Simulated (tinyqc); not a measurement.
Frequency dispersion of an accumulation capacitance by border traps, distributed model: two steps of the calculation.

Traps spread evenly through the insulator exchange electrons with the semiconductor by tunnelling, with tau(x) = t0 exp(2 ka x) at depth x from the interface. The admittance per area Y seen at depth x obeys dY/dx = -Y^2/(i w eps0 eox) + q Nb ln(1 + i w tau)/tau, with Y(0) = i w Cs and w = 2 pi f; the gate sees Y(tox) = G + i w C. Working variable y = Y/(i w), in uF/cm^2. Cox = eps0 eox/tox.

Values chosen for this exercise; permittivity close to that of aluminium oxide:
- eox = 8.72 (relative permittivity of the insulator)
- tox = 9.2 nm (insulator thickness)
- Cs = 1 uF/cm^2 (semiconductor capacitance in accumulation)
- Nb = 3.2e19 cm^-3 eV^-1 (density of border traps)
- ka = 4 1/nm (decay constant of the wave function in the insulator)
- t0 = 4e-10 s (time constant of a trap at the interface)
- f = 1e5 Hz (frequency)
- xe = 1.7 nm (depth down to which the steps are taken)

Constants: q = 1.602176634e-19 C, eps0 = 8.8541878128e-14 F/cm where lengths are in cm. Results are converted to the units shown.

Task 1. Midpoint steps through the active depth. In terms of y: dy/dx = -y^2/(eps0 eox) + s(x), s = q Nb ln(1 + z)/z, z = i w tau. 10 midpoint steps of h = xe/10: y_half = y + (h/2) y'(x, y), y(new) = y + h y'(x + h/2, y_half).

Find: x; s; y.

Result 1.

```
point  x (nm)  s (uF/(cm^2 nm))   y (uF/cm^2)
0           0    0.5127-0.0001i  1.000+0.000i
1      0.1700    0.5127-0.0003i  1.064+0.000i
2      0.3400    0.5127-0.0010i  1.124+0.000i
3      0.5100    0.5127-0.0038i  1.182+0.000i
4      0.6800    0.5121-0.0148i  1.237-0.002i
5      0.8500    0.5043-0.0564i  1.289-0.006i
6       1.020    0.4206-0.1670i  1.333-0.024i
7       1.190    0.1926-0.1904i  1.345-0.056i
8       1.360    0.0575-0.0996i  1.324-0.077i
9       1.530    0.0153-0.0390i  1.292-0.083i
10      1.700    0.0040-0.0134i  1.257-0.082i
```

Task 2. Capacitance and conductance at the gate. Beyond xe the traps are ignored, so 1/y(tox) = 1/y(xe) + (tox - xe)/(eps0 eox); C = Re y, G/w = -Im y, loss tangent G/(w C).

y at xe = 1.2573540-0.0820664i uF/cm^2

Give: y at the gate; C; G/w; loss tangent.

Result 2.

y at the gate = 0.56662-0.01661i uF/cm^2
C = 0.56662 uF/cm^2
G/w = 0.016610 uF/cm^2
loss tangent = 0.029313

Computed by the program tinyqc: `OMP_NUM_THREADS=1 python tinyqc.py 2202114 2202115 out.jsonl`, one thread of a shared Intel Xeon 2.30GHz, about 0.5 s for the whole run.
